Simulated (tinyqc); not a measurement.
# From rate at the outlet over rate at the inlet back to total pressure p

Model: chemical vapour deposition: Grove model, boundary layer, depletion and step coverage. Computed by tinyqc, a small Python program. Command: `OMP_NUM_THREADS=1 python tinyqc.py 3026835 3026836 out.jsonl cvd inv`. One thread of a shared host (Intel(R) Xeon(R) Processor @ 2.30GHz), about 0.01 s of CPU time with the checks.

A precursor diffuses to the surface and reacts there at first order; each molecule that reacts adds one formula unit of film.

Inputs (values chosen for the exercise, close to those used for silicon dioxide from an alkoxysilane): prefactor k0 of k_s = 1.5e+11 cm/s; activation energy E = 1.99 eV; temperature T = 670 C; mole fraction of the precursor Y = 0.0078; gas diffusivity D0 at 273.15 K and 760 torr = 0.17 cm^2/s; film density N = 2.2e+22 formula units/cm^3; precursor mass M = 208 u; gas velocity U = 13 cm/s; kinematic viscosity nu0 at 273.15 K and 760 torr = 0.8 cm^2/s; susceptor length L = 17 cm; channel height b = 5.5 cm.

Reactor: horizontal, atmospheric.

Constants: k_B = 1.380649e-23 J/K; u = 1.6605390666e-27 kg; k_B = 8.617333262e-05 eV/K.

Method:
- k_s = k0 exp(-E/(k_B T)); C_g = Y p/(k_B T), 1 torr = 133.322 Pa; D = D0 (T/273.15)^1.75 (760/p).
- Temperatures in kelvin are T(C) + 273.15.
- Mean speed c = sqrt(8 k_B T/(pi M)); reactive sticking probability beta = 4 k_s/c.
- nu = nu0 (T/273.15)^1.75 (760/p); Re = U L/nu; mean boundary layer delta = (2/3) L/sqrt(Re), at most b/2; h_g = D/delta.
- Fluxes in series: C_s = C_g/(1 + k_s/h_g); growth rate G = k_s h_g/(k_s + h_g) C_g/N; 1 cm/s = 6e8 nm/min.
- Plug flow: U b dC/dx = -k_eff C with k_eff = k_s h_g/(k_s + h_g), so C falls as exp(-k_eff x/(U b)); the used share of the precursor is 1 - C(L)/C(0).

Problem. A run gave the result below. Find the total pressure p, known to lie between 570 and 1500 torr.

rate at the outlet over rate at the inlet = 0.8640427

Solution.

Each step takes the trial c = (a f_b - b f_a)/(f_b - f_a), f being the result less the target and a, b, c the logarithms of the listed values; c replaces end b, the old b replaces a if the sign of f changed, and otherwise f_a is halved.

Scan of the range:
```
total pressure p (torr)  rate at the outlet over rate at the inlet
570                                                       0.849849
670                                                       0.858656
787                                                       0.867074
925                                                       0.875165
1090                                                      0.883015
1280                                                      0.890338
1500                                                      0.897217
```

False position (Illinois rule, in the logarithm of the input) inside the bracket:
```
step    end a    end b    trial  rate at the outlet over rate at the inlet
1     670.000  787.000  742.684                                   0.864084
2     670.000  742.684  741.542                                   0.864004
3     742.684  741.542  742.100                                   0.864043
4     741.542  742.100  742.100                                   0.864043
```

Rate at the outlet over rate at the inlet rises at every point of a 13-point scan of the range (every second point is shown), so one value fits; it is bracketed by 670 and 787. Answer: total pressure p = 742.1 torr.
